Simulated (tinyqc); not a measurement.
# Which input was changed?

Model: donor in an ellipsoidal valley (Kohn-Luttinger variational method). Computed by tinyqc, a small Python program. Command: `OMP_NUM_THREADS=1 python tinyqc.py 3024314 3024315 out.jsonl kohnlutt which`. One thread of a shared host (Intel(R) Xeon(R) Processor @ 2.30GHz), about 0.5 s of CPU time with the checks.

H = -(d^2/dx^2 + d^2/dy^2) - gamma d^2/dz^2 - 2/r in units built on m_t, with gamma = m_t/m_l and z along the valley axis. One valley; no valley-orbit or central-cell term.

Inputs (values chosen for the exercise, for a model semiconductor): transverse mass m_t = 0.1 m_0; longitudinal mass m_l = 1.02 m_0; dielectric constant eps = 8.58.

Constants: Ry = 13.605693123 eV; a_0 = 0.529177210903 angstrom.

Method:
- Ry* = Ry m_t/eps^2, a* = a_0 eps/m_t, gamma = m_t/m_l.
- Trial function exp(-sqrt((x^2 + y^2)/a^2 + z^2/b^2)) with beta = b/a < 1: E = t/a^2 - u/a, t = (2 + gamma/beta^2)/3, u = 2 arcsin(sqrt(1 - beta^2))/sqrt(1 - beta^2); the best a is 2 t/u and E(beta) = -u^2/(4 t).
- Golden-section search on beta from 0.05 to 0.999, 60 steps.
- Gaussian basis: g = P exp(-al (x^2 + y^2) - be z^2) with P = 1 (s-like), z (2p0) or x (2p+-); al = 0.004 x 2.6^k, k = 0..11, and be/al = 1, gamma^(-1/2) or 1/gamma (36 functions); 1/r = (2/sqrt(pi)) int exp(-t^2 r^2) dt by 48 Gauss-Legendre points after t = sqrt(al_i + al_j) tan(theta); overlap eigenvalues below 1e-10 are dropped.

Task: One of these inputs alone was changed, within the range given: transverse mass m_t (0.05 to 0.2); longitudinal mass m_l (0.51 to 2.04); dielectric constant eps (4.29 to 17.16). Which one, and to what value?

Results:

| run | 2p0 binding energy (meV) | 1s binding energy, trial function (meV) | 2p+- binding energy (meV) |
|---|---|---|---|
| before | 14.72644 | 34.11749 | 6.434638 |
| after | 13.10302 | 32.16891 | 6.255547 |

Result:

Each candidate set to reproduce 2p0 binding energy, and what it then gives:

| candidate | range searched | value needed | 1s binding energy, trial function (meV) | 2p+- binding energy (meV) |
|---|---|---|---|---|
| transverse mass m_t (m_0) | 0.05 to 0.2 | 0.08252 | 29.231 | 5.4040 |
| longitudinal mass m_l (m_0) | 0.51 to 2.04 | 0.7680 | 32.169 | 6.2555 |
| dielectric constant eps | 4.29 to 17.16 | 9.096 | 30.356 | 5.7253 |

Only longitudinal mass m_l fits every result: it went from 1.02 to 0.768 m_0. The next best candidate, dielectric constant eps, misses one result by 8.5 %.
